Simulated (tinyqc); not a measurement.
# Frequency dispersion of an accumulation capacitance by border traps, distributed model: two studies

Traps spread evenly through the insulator exchange electrons with the semiconductor by tunnelling, with tau(x) = t0 exp(2 ka x) at depth x from the interface. The admittance per area Y seen at depth x obeys dY/dx = -Y^2/(i w eps0 eox) + q Nb ln(1 + i w tau)/tau, with Y(0) = i w Cs and w = 2 pi f; the gate sees Y(tox) = G + i w C. Working variable y = Y/(i w), in uF/cm^2. Cox = eps0 eox/tox.

Inputs (values chosen for the exercise); permittivity close to that of aluminium oxide:
```
symbol   value         unit                                               meaning
eox       8.32                             relative permittivity of the insulator
tox        7.4           nm                                   insulator thickness
Cs           5      uF/cm^2             semiconductor capacitance in accumulation
Nb      8.5e19  cm^-3 eV^-1                               density of border traps
ka         6.2         1/nm  decay constant of the wave function in the insulator
t0       4e-10            s              time constant of a trap at the interface
f          1e5           Hz                                             frequency
```

Constants: q = 1.602176634e-19 C, eps0 = 8.8541878128e-14 F/cm where lengths are in cm. Results are converted to the units shown.

Each table varies one quantity; the others keep the values above.

## Capacitance and loss against frequency

Cox; trap-free value 1/(1/Cox + 1/Cs); response depth d = ln(1/(w t0))/(2 ka), where w tau = 1; lumped estimate: all traps within d act as C_bt = q Nb d placed at d/2, so C = 1/{1/[1/(1/Cs + d/(2 eps0 eox)) + C_bt] + (tox - d/2)/(eps0 eox)}. C and G from a fine integration; dispersion -d C/d log10 f over C, from f times and over 1.1. For a broad spread of time constants G/w is close to -(pi/2) dC/d ln w.

The same in every row: trap-free C (uF/cm^2) = 0.8302.

Capacitance and loss against frequency:
```
f (Hz)  d (nm)  C (uF/cm^2)  G/w (uF/cm^2)  dispersion (% a decade)  -(pi/2) dC/d ln w (uF/cm^2)  lumped C (uF/cm^2)
10       1.411       0.9262        0.01152                    1.823                      0.01152              0.9113
100      1.226       0.9100        0.01065                    1.716                      0.01065              0.8980
1000     1.040       0.8950       0.009797                    1.604                     0.009795              0.8853
10000   0.8541       0.8812       0.008951                    1.489                     0.008950              0.8734
1e5     0.6684       0.8687       0.008112                    1.369                     0.008111              0.8623
1e6     0.4828       0.8575       0.007276                    1.244                     0.007278              0.8521
1e7     0.2971       0.8474       0.006423                    1.116                     0.006452              0.8428
```

What does the table show?

C falls from 0.9262 to 0.8474 uF/cm^2, towards the trap-free 0.8302; each decade of frequency removes ln 10/(2 ka) = 0.186 nm from the response depth. The dispersion falls from 1.82 to 1.12 % a decade and G/w falls from 0.0115 to 0.00642 uF/cm^2. G/w lies between 0.995 and 1.00 times -(pi/2) dC/d ln w, the relation for a broad spread of time constants.

## Effect of the decay constant of the wave function in the insulator

Same model as above.

The same in every row: trap-free C (uF/cm^2) = 0.8302.

Result of one run:
```
ka (1/nm)  d (nm)  C (uF/cm^2)  G/w (uF/cm^2)  dispersion (% a decade)  -(pi/2) dC/d ln w (uF/cm^2)  lumped C (uF/cm^2)
6.7        0.6186       0.8651       0.007268                    1.231                     0.007268              0.8594
```

What becomes of these results when the decay constant of the wave function in the insulator ka is changed from 6.7 to 5.3 1/nm, all else the same?

Result of the changed run:
```
ka (1/nm)  d (nm)  C (uF/cm^2)  G/w (uF/cm^2)  dispersion (% a decade)  -(pi/2) dC/d ln w (uF/cm^2)  lumped C (uF/cm^2)
5.3        0.7820       0.8774        0.01018                    1.700                      0.01018              0.8690
```

The whole series:
```
ka (1/nm)  d (nm)  C (uF/cm^2)  G/w (uF/cm^2)  dispersion (% a decade)  -(pi/2) dC/d ln w (uF/cm^2)  lumped C (uF/cm^2)
2.5         1.658       0.9672        0.03354                    5.073                      0.03347              0.9300
3.2         1.295       0.9250        0.02218                    3.512                      0.02216              0.9029
3.9         1.063       0.9017        0.01619                    2.631                      0.01618              0.8868
4.6        0.9010       0.8872        0.01257                    2.076                      0.01257              0.8763
5.3        0.7820       0.8774        0.01018                    1.700                      0.01018              0.8690
6          0.6907       0.8704       0.008501                    1.432                     0.008500              0.8636
6.7        0.6186       0.8651       0.007268                    1.231                     0.007268              0.8594
7.4        0.5601       0.8610       0.006329                    1.077                     0.006328              0.8562
```

As ka goes from 2.5 to 7.4, C falls from 0.967 to 0.861 uF/cm^2, the dispersion falls from 5.07 to 1.08 % a decade and G/w falls from 0.0335 to 0.00633 uF/cm^2. The lumped estimate is 3.8 % below C in the first row and 0.56 % below it in the last.

Numbers from tinyqc (`OMP_NUM_THREADS=1 python tinyqc.py 2202245 2202246 out.jsonl`; about 0.5 s on one thread of a shared Intel Xeon 2.30GHz).
